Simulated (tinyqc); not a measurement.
Small-signal admittance of a forward-biased p+-n diode: admittance against frequency.

Holes injected into a neutral base of width wb with an ohmic contact at its end; low injection, p0 far above the equilibrium density. A small voltage v exp(i w t), w = 2 pi f, modulates the edge density by p0 v/Vt, and the small-signal density obeys Dp d2p/dx2 = (1/tau + i w) p.

L = sqrt(Dp tau); direct current J = (q Dp p0/L) coth(wb/L); k = sqrt(1 + i w tau)/L; diffusion admittance Y = (q Dp p0/Vt) k coth(k wb) = G + i w C_diff; junction capacitance C_j = sqrt(q eps0 eps_r Nd/(2 Vr)) in the depletion approximation, with the remaining barrier Vr = Vt ln(Na/p0), a rough value under forward bias; base-width modulation is left out. Measured admittance 1/[Rs + 1/(Y + i w C_j)].

Values chosen for this exercise; permittivity close to that of silicon:
- T = 350 K (temperature)
- eps_r = 11.7 (relative permittivity)
- Nd = 9.7e16 cm^-3 (donor density of the base)
- Dp = 12 cm^2/s (hole diffusion coefficient)
- tau = 3e-7 s (hole lifetime)
- wb = 53 um (width of the neutral base)
- p0 = 3.4e13 cm^-3 (excess hole density at the junction edge)
- Na = 9e19 cm^-3 (acceptor density of the p+ side)
- Rs = 0.0084 ohm cm^2 (series resistance)

Constants: q = 1.602176634e-19 C, kB = 1.380649e-23 J/K, Vt = kB T/q, eps0 = 8.8541878128e-14 F/cm where lengths are in cm. Results are converted to the units shown.

The same in every row: C_j (uF/cm^2) = 0.13434.

Admittance against frequency:

| f (Hz) | w tau | G (S/cm^2) | C_diff (uF/cm^2) | measured G (S/cm^2) | measured C (uF/cm^2) | phase of the measured Y (degrees) |
|---|---|---|---|---|---|---|
| 2000 | 0.0037699 | 1.1509 | 0.16540 | 1.1399 | 0.29403 | 0.18572 |
| 7000 | 0.013195 | 1.1509 | 0.16540 | 1.1399 | 0.29403 | 0.64999 |
| 30000 | 0.056549 | 1.1513 | 0.16536 | 1.1403 | 0.29399 | 2.7823 |
| 1e5 | 0.18850 | 1.1550 | 0.16495 | 1.1442 | 0.29357 | 9.1578 |
| 5e5 | 0.94248 | 1.2418 | 0.15554 | 1.2357 | 0.28391 | 35.821 |
| 2e6 | 3.7699 | 1.7887 | 0.10948 | 1.8376 | 0.23650 | 58.271 |
| 9e6 | 16.965 | 3.4263 | 0.057124 | 4.2278 | 0.17950 | 67.388 |
| 4e7 | 75.398 | 7.0603 | 0.027722 | 17.281 | 0.13078 | 62.266 |
| 2e8 | 376.99 | 15.704 | 0.012464 | 82.456 | 0.039865 | 31.281 |

What does the table show?

G starts at J/Vt = 1.15 S/cm^2 and C_diff at (J tau/(2 Vt))(1 - 2 x/sinh 2x) = 0.165 uF/cm^2, x = wb/L = 2.79. Between the last two rows G goes as f^(0.50) and C_diff as f^(-0.50); the limits are 1/2 and -1/2, reached when the signal penetrates only sqrt(Dp/w). The measured C is 1.9 % below C_diff + C_j in the first row and 73 % below it in the last, the difference being due to Rs.

Computed by the program tinyqc: `OMP_NUM_THREADS=1 python tinyqc.py 2890146 2890147 out.jsonl`, one thread of a shared Intel Xeon 2.30GHz, about 0.01 s for the whole run.
